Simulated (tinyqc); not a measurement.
Worked calculation: time-domain thermoreflectance: layered heat flow under a modulated pulse train, and what the signal ratio measures. Computed by tinyqc, a small Python program that keeps every step. Command: `OMP_NUM_THREADS=1 python tinyqc.py 3113048 3113049 out.jsonl tdtr walk`. One thread of a shared host (Intel(R) Xeon(R) Processor @ 2.30GHz), about 0.2 s of CPU time with the checks. Intermediate numbers are printed to about 6 digits and carried at full precision; extremes and crossings named in words are read from the listed rows.

Pulses repeat at 80 MHz; heat is laid down at the surface, all layers are isotropic, and the film is in perfect contact with the substrate.

Inputs (values chosen for the exercise, modelled on aluminium on silica):
```
quantity                                value        unit
metal thickness d                         100          nm
metal conductivity                        160     W/(m K)
metal heat capacity                      2.42  MJ/(m^3 K)
boundary conductance G under the metal    170  MW/(m^2 K)
film thickness                             24          nm
film conductivity                         9.2     W/(m K)
film heat capacity                        1.9  MJ/(m^3 K)
substrate conductivity kappa             1.32     W/(m K)
substrate heat capacity C                1.61  MJ/(m^3 K)
modulation frequency f                      2         MHz
spot radius w (1/e^2, pump and probe)      13  micrometre
delay t                                   100          ps
```

Stack: metal, film, substrate.

## Length and time scales

Penetration depth sqrt(kappa/(pi f C)); effusivity sqrt(kappa C); cooling time of the metal d C_m/G; Kapitza length kappa/G.

penetration depth = 0.361230 micrometre

effusivity = 1457.81 W s^(1/2)/(m^2 K)

cooling time of the metal = 1423.53 ps

Kapitza length = 7.76471 nm

depth over spot radius = 0.0277869

## Impedance at k = 0 and the modulation frequency

For radial wave number k and angular frequency W each layer has u = sqrt(4 pi^2 k^2 + i W C/kappa) and gamma = kappa u. Surface impedance from below: Z = 1/gamma for the substrate; a layer of thickness L maps Z to (Z + tanh(u L)/gamma)/(1 + gamma Z tanh(u L)); a boundary adds 1/G. Take k = 0 and W = 2 pi f.

Z of the substrate = 136.830-136.830i m^2 K/GW

Z at the surface = 59.003-111.881i m^2 K/GW

## Response at the modulation frequency

Response per absorbed watt H(W) = 2 pi int_0^(2/w) Z(k, W) exp(-pi^2 k^2 w^2) k dk by 20 Gauss-Legendre points.

H(2 pi f) = 0.116749-0.201204i K/mW

phase of H(2 pi f) = -59.8754 degrees

## Signal at one delay

Signal: X + iY = sum_(m = -M..M) H(2 pi (f + m f_r)) exp(i 2 pi m f_r t) exp(-pi (m/M)^2 x 4), f_r = 80 MHz, M = 4000, with H(-W) the complex conjugate of H(W); V_in = X, V_out = Y, ratio = -V_in/V_out.

V_in = 0.176226 K/mW

V_out = -0.200348 K/mW

ratio -V_in/V_out = 0.879599

## Ratio and sensitivities against delay

Sensitivity S = ln(ratio'/ratio)/ln(1.01) for a rise of one input by 1 %.

Ratio and sensitivities:
```
t (ps)     ratio  S to kappa      S to G     S to d    S to C     S to w  S to film conductivity
100     0.879599    0.280925  -0.0165505  -0.477516  0.279541  -0.146731              -0.0022262
200     0.855148    0.279210  -0.0306777  -0.476135  0.277794  -0.148096              -0.0051968
400     0.821964    0.275215  -0.0417485  -0.446407  0.273754  -0.150022              -0.0086989
800     0.779767    0.265924  -0.0424550  -0.412117  0.264399  -0.152618              -0.0107723
1500    0.733294    0.251829  -0.0358188  -0.381540  0.250227  -0.155734              -0.0106643
2500    0.685956    0.237975  -0.0302553  -0.357599  0.236283  -0.159397              -0.0098906
4000    0.629901    0.225086  -0.0264965  -0.336468  0.223270  -0.164754              -0.0091505
```

The largest sensitivity in size at 100 ps is to d (-0.48). G is hardly felt. kappa and C enter almost alike, through the effusivity. At 400 ps an error of 3 % in d passes on as 5 % in kappa.

Checks made by the program: steady rise of a bare substrate, 1/(2 sqrt(pi) w kappa), from the same quadrature (relative difference below 1e-10).
